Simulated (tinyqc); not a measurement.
Strength of the heavy-light coupling: shallow acceptor in the spherical four-band model.

The ground state 1S3/2 has an L = 0 part f(r) and an L = 2 part g(r). In units of Ry* and a*, with Gaussians f_i = exp(-a_i r^2), g_i = r^2 exp(-a_i r^2), A = a_i + a_j and I(n) = Gamma((n + 1)/2)/(2 A^((n + 1)/2)): S_ff = I(2), S_gg = I(6), H_ff = (6 a_i a_j/A) I(2) - 2 I(1), H_gg = (14 a_i a_j/A) I(6) - 2 I(5), H_fg = -mu [15 I(2) - 20 a_j I(4) + 4 a_j^2 I(6)]; each function is then normalised. The split-off band is left out.

Converged values use 22 exponents 2.2^i, i = -7 to 14, for f and for g.

Values chosen for the exercise (out of a larger set: near those of a shallow acceptor in InP; not measured data): mus = (0.16, 0.29, 0.48, 0.62, 0.72, 0.81, 0.89) (couplings).

Ry* = 16.9033 meV

Converged values in Ry* and a*; the heavy-mass hydrogen model gives 1/(1 - mu).

Results:

| mu | binding (Ry*) | 1/(1 - mu) | ratio | L = 2 weight | <r> (a*) | binding (meV) |
|---|---|---|---|---|---|---|
| 0.16 | 1.024 | 1.190 | 0.860 | 0.011 | 1.471 | 17.3 |
| 0.29 | 1.082 | 1.408 | 0.769 | 0.036 | 1.403 | 18.3 |
| 0.48 | 1.268 | 1.923 | 0.659 | 0.101 | 1.225 | 21.4 |
| 0.72 | 1.960 | 3.571 | 0.549 | 0.237 | 0.832 | 33.1 |
| 0.81 | 2.695 | 5.263 | 0.512 | 0.307 | 0.621 | 45.6 |
| 0.89 | 4.370 | 9.091 | 0.481 | 0.378 | 0.395 | 73.9 |

Give the missing row, mu = 0.62.

Computed row:
```
mu    binding (Ry*)  1/(1 - mu)  ratio  L = 2 weight  <r> (a*)  binding (meV)
0.62          1.558       2.632  0.592         0.172     1.022           26.3
```

The binding starts as 1 + O(mu^2), 1.024 at mu = 0.16, since the coupling enters in second order, and reaches 4.37 at mu = 0.89. The ratio to the heavy-mass model falls from 0.86 to 0.48, towards about 0.44 as mu goes to 1: the bound hole is only partly heavy. The L = 2 weight grows to 0.38 and the radius shrinks by a factor 3.7.

(tinyqc, `OMP_NUM_THREADS=1 python tinyqc.py 1281894 1281895 out.jsonl`, Intel(R) Xeon(R) Processor @ 2.30GHz, 1 thread, shared host, about 0.05 s.)
